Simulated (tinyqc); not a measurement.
## MOS capacitor on a p-type substrate, surface potential from the exact charge relation: effect of the reverse bias of the inversion layer against the body on threshold and swing

Uniform p-type substrate, Boltzmann statistics, full ionisation, classical densities. psi is the surface potential against the body (positive when the bands bend down) and u = psi/Vt. Traps are spread evenly over the gap and neutral at flat band, so their charge is -q Dit psi; the minority quasi-Fermi level is shifted by Vb.

ni = sqrt(Nc Nv) exp(-Eg/(2 Vt)), Eg in volts; phiF = Vt ln(N/ni); Cox = eps0 eox/tox; Vfb = phiM - chi - (Eg - Vt ln(Nv/N)) - q Nf/Cox; VT = Vfb + [(2 phiF + Vb)(1 + q Dit/Cox) + sqrt(2 eps0 eps_r q N (2 phiF + Vb))/Cox]. gamma = sqrt(2 eps0 eps_r q N)/Cox; Wm = sqrt(2 eps0 eps_r (2 phiF + Vb)/(q N)); m = 1 + (eps0 eps_r/Wm + q Dit)/Cox; swing m Vt ln 10; Cmin/Cox = 1/(1 + Cox Wm/(eps0 eps_r)).

Inputs (values chosen for the exercise); band and dielectric values close to those of 4H silicon carbide: temperature T = 400 K; band gap Eg = 3.25 eV; relative permittivity eps_r = 9.66; conduction-band density of states at T Nc = 2.63e19 cm^-3; valence-band density of states at T Nv = 3.82e19 cm^-3; electron affinity chi = 3.64 eV; acceptor density of the substrate N = 3.8e17 cm^-3; relative permittivity of the gate insulator (close to silicon dioxide) eox = 3.9; insulator thickness tox = 3 nm; gate work function phiM = 4.42 eV; fixed charge at the interface, in units of q Nf = 0 cm^-2; density of interface traps Dit = 0 cm^-2 eV^-1.

Constants: q = 1.602176634e-19 C, kB = 1.380649e-23 J/K, Vt = kB T/q, eps0 = 8.8541878128e-14 F/cm where lengths are in cm. Results are converted to the units shown.

The same in every row: Vfb (V) = -2.3111; 2 phiF (V) = 2.9450; gamma (V^0.5) = 0.28037.

Effect of the reverse bias of the inversion layer against the body on threshold and swing:
```
Vb (V),VT (V),Wm (nm),m,swing (mV/decade),Cmin/Cox
0,1.1151,90.965,1.0817,85.852,0.075519
0.4,1.5467,96.946,1.0766,85.452,0.071192
0.8,1.9765,102.58,1.0724,85.118,0.067546
1.2,2.4048,107.92,1.0689,84.834,0.064420
1.6,2.8317,113.01,1.0658,84.588,0.061699
2,3.2574,117.87,1.0630,84.372,0.059302
2.4,3.6821,122.55,1.0606,84.181,0.057169
2.8,4.1060,127.05,1.0585,84.011,0.055255
```

Read the table: what changes, and by how much?

As Vb goes from 0 to 2.8, VT rises from 1.12 to 4.11 V, the swing falls from 85.9 to 84.0 mV/decade and Cmin/Cox falls from 0.0755 to 0.0553. Vfb does not move. The slope |dVT/dVb| between the first two rows is 1.08, close to m (VT is counted against the body; against the source it is m - 1).

Numbers from tinyqc (`OMP_NUM_THREADS=1 python tinyqc.py 2060052 2060053 out.jsonl`; about 0.01 s on one thread of a shared Intel Xeon 2.30GHz).
